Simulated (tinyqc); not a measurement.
From results back to parameters: Peierls distortion of a half-filled chain. Three cases, with inputs chosen for the exercise.

Problem. The gap 2D and the difference 4 u0 between long and short bonds are given; al and K are hidden. Equilibrium: 1 = (4 al^2/K) mean(sin^2 x/|E|).

Atoms move by +/- u, so bonds change by -/+ 2u and hoppings are t +/- 2 al u. Bands E = -/+ sqrt((2 t cos x)^2 + D^2 sin^2 x) with D = 4 al u, x = k a in (0, pi/2); the gap is 2D. Energy per atom at zero temperature: E(u) = -mean_x sqrt(...) + 2 K u^2; exactly, the mean is (4t/pi) E(1 - z^2), z = D/2t, E the complete elliptic integral of the second kind with parameter m. Coupling lambda = 2 al^2/(pi t K).

Find: al; mean(sin^2 x/|E|); K.

Method. gap = 8 al u0 = 2 al (4 u0) gives al; the mean follows from t and D, equal to (K(m) - E(m))/(pi t m) with m = 1 - z^2; then K = 4 al^2 mean.

Case 1.

Values chosen: t = 2.48 eV (hopping of the even chain).
gap = 1.52769 eV
4 u0 = 0.119351 angstrom

Solution.

al = 6.40 eV/angstrom
mean(sin^2 x/|E|) = 0.2942 1/eV
K = 48.2 eV/angstrom^2

Case 2.

Values chosen: t = 2.07 eV (hopping of the even chain).
gap = 2.29501 eV
4 u0 = 0.191251 angstrom

Solution.

al = 6.00 eV/angstrom
mean(sin^2 x/|E|) = 0.2694 1/eV
K = 38.8 eV/angstrom^2

Case 3.

Values chosen: t = 2.84 eV (hopping of the even chain).
gap = 2.68736 eV
4 u0 = 0.312484 angstrom

Solution.

al = 4.30 eV/angstrom
mean(sin^2 x/|E|) = 0.2123 1/eV
K = 15.7 eV/angstrom^2

Computed by tinyqc, one run a case: `OMP_NUM_THREADS=1 python tinyqc.py N N+1 out.jsonl` with N = 1680955, 1681074, 1681084; one thread of a shared Intel(R) Xeon(R) Processor @ 2.30GHz, about 0.08 s a run at most.
